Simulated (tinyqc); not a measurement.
Trap in a gate oxide as a short-range spherical well: sweeps and comparisons. A value that a table varies takes the place of the one given here.

A spherical well of radius R and depth V0 below the conduction edge, one mass m, c = hbar^2/2m0. The s level at binding Et solves k cot(k R) = -kappa with k = sqrt(m (V0 - Et)/c), kappa = sqrt(m Et/c); it exists for V0 > Vc = c (pi/2R)^2/m. Outside, psi falls as exp(-kappa r)/r.

Lucovsky model (delta well, plane-wave final states, no local-field factor): sigma = (32 pi alpha c/(3 n_r m Et)) (x - 1)^(3/2)/x^3, x = h nu/Et, c = hbar^2/2m0; 1 angstrom^2 = 1e-16 cm^2.

Energies from the conduction edge of the channel. The trap level at depth x is E_T = dEc - Et - e Fox x (1 MV/cm = 0.01 eV/angstrom). An electron at the channel edge tunnels with the WKB exponent S = (4/3) sqrt(m/c) [dEc^(3/2) - (dEc - e Fox x)^(3/2)]/(e Fox), c = hbar^2/2m0; tau = t0 exp(S); the occupation is f = 1/(1 + exp((E_T - EF)/kB T)), tau_c = tau/f and tau_e = tau/(1 - f). Lattice relaxation is left out; a level below the channel edge needs phonons as well, so tau is then a lower bound, while a level above it can also empty elastically at its own energy, through a thinner barrier, faster than this tau.

Constants: hbar^2/2m0 = 3.80998211 eV angstrom^2; fine-structure constant alpha = 0.007297352564; kB = 8.617333262e-05 eV/K.

Inputs chosen for the exercise (near those of SiO2 on Si; not measured data):
- R = 4 angstrom (radius of the well)
- m = 0.432 m0 (mass)
- fV = (1.06, 1.13, 1.32, 1.75, 1.95, 3.28, 5.96) (V0/Vc)
- n_r = 1.5 (refractive index)
- xs = (1.05, 1.24, 1.38, 1.83, 2.35, 2.82, 4.54, 6.54) (photon energies h nu/Et)
- dEc = 3.16 eV (conduction offset to the channel)
- Fox = 2.2 MV/cm (oxide field, lowering levels away from the channel)
- t0 = 19 x 1e-11 s (time constant at the interface)
- T = 200 K (temperature)
- EF = 0.03 eV (Fermi level above the channel edge)
- ds = (3, 6, 9, 12, 15, 18) angstrom (depths)
- V0 = 5.8 eV (depth of the well)
- x = 14 angstrom (depth of the trap)

## From threshold to a deep level

Et against the depth at fixed R; near threshold Et = (pi^2/16)(V0 - Vc)^2/Vc.

Results:
```
V0/Vc,V0 (eV),Et (eV),threshold form (eV),1/kappa (angstrom),share outside
1.06,1.442,0.002893,0.003020,55.2,0.931
1.13,1.537,0.01295,0.01418,26.1,0.860
1.32,1.795,0.06980,0.08591,11.2,0.709
1.75,2.380,0.3081,0.4719,5.4,0.498
1.95,2.652,0.4536,0.7572,4.4,0.435
3.28,4.461,1.703,4.361,2.3,0.224
5.96,8.106,4.800,20.64,1.4,0.103
```

The threshold form holds to 10 % up to V0/Vc = 1.13 of those listed. There the state is mostly outside the well (93 % in the first row) and knows only Et, which is why a delta-well model works; more than half is inside from V0/Vc = 1.75 on. A second s level would need V0/Vc > 9.

## Neutral against charged centre

Et = 2.78926 eV

Lucovsky cross-section, its shape relative to the peak, and the shape of a hydrogen-like centre relative to threshold: x^-4 exp(4 - 4 atan(e)/e)/(1 - exp(-2 pi/e)), e = sqrt(x - 1).

Results:
```
x,h nu (eV),sigma (1e-18 cm^2),relative to peak,hydrogen-like
1.05,2.929,0.498,0.077,0.878
1.24,3.459,3.18,0.493,0.560
1.38,3.849,4.59,0.713,0.418
1.83,5.104,6.36,0.987,0.190
2.35,6.555,6.23,0.967,0.093
2.82,7.866,5.64,0.876,0.055
4.54,12.663,3.67,0.569,0.013
6.54,18.242,2.40,0.373,0.004
```

The short-range centre starts from zero, reaches half its peak at x = 1.24 and peaks at x = 2; in the last row it still has 37 % of the peak. The Coulomb centre is largest at threshold and is down to 0.4 % there. Reading the peak as the threshold would misplace the level by a factor 2, here 2.79 eV. Rows above the gap, about 9 eV, are hidden by band-to-band absorption.

## Depth of the trap

Each depth has its own level and time; the corner frequency is 1/(2 pi tau).

Results:
```
x (angstrom),E_T (eV),S,tau (s),corner (Hz),f
3,0.305,3.57,6.8e-09,2.4e+07,0.000
6,0.239,7.11,2.3e-07,6.9e+05,0.000
9,0.173,10.60,7.7e-06,2.1e+04,0.000
12,0.107,14.06,0.00024,6.5e+02,0.012
15,0.041,17.48,0.0074,21,0.349
18,-0.025,20.86,0.22,0.73,0.961
```

tau spans 7.5 decades, one decade for each 1.95 angstrom at the start and 2.04 at the end, where the field has thinned the barrier. Traps spread evenly in depth are thus spread nearly evenly in ln tau; if levels near EF exist at every depth, this sums to 1/f noise and to charging that grows as ln t. With the single Et of this table only depths where f is neither 0 nor 1 contribute. The level crosses EF between 15 and 18 angstrom.

## What each parameter does

Et from the well, then the level and the time. Each row changes one parameter from the base and keeps the others.

Results:
```
case,Et (eV),E_T (eV),log10 tau (s),ln(tau_c/tau_e)
base,2.789,0.063,-2.62,1.9
x = 16 angstrom,2.789,0.019,-1.64,-0.7
Fox = 3.2 MV/cm,2.789,-0.077,-2.71,-6.2
dEc = 2.91 eV,2.789,-0.187,-2.92,-12.6
m = 0.475 m0,2.983,-0.131,-2.28,-9.3
V0 = 6.09 eV,3.034,-0.182,-2.62,-12.3
T = 250 K,2.789,0.063,-2.62,1.5
EF = 0.08 eV,2.789,0.063,-2.62,-1.0
```

The largest shifts from the base row, up to three for each result and ties (the steps differ in size, so this ranks the rows, not the parameters). Et (eV): V0 +0.245, m +0.194; unchanged at the printed digits by x, Fox, dEc, T and EF. E_T (eV): dEc -0.250, V0 -0.245, m -0.194; unchanged at the printed digits by T and EF. log10 tau (s): x +0.98, m +0.34, dEc -0.30; unchanged at the printed digits by V0, T and EF. ln(tau_c/tau_e): dEc -14.5, V0 -14.2, m -11.2.

Computed by tinyqc, a small Python program: `OMP_NUM_THREADS=1 python tinyqc.py 1251185 1251186 out.jsonl` (the numbers bound the seed that draws the inputs); one thread of a shared host (Intel(R) Xeon(R) Processor @ 2.30GHz), about 0.01 s for the whole set of steps.
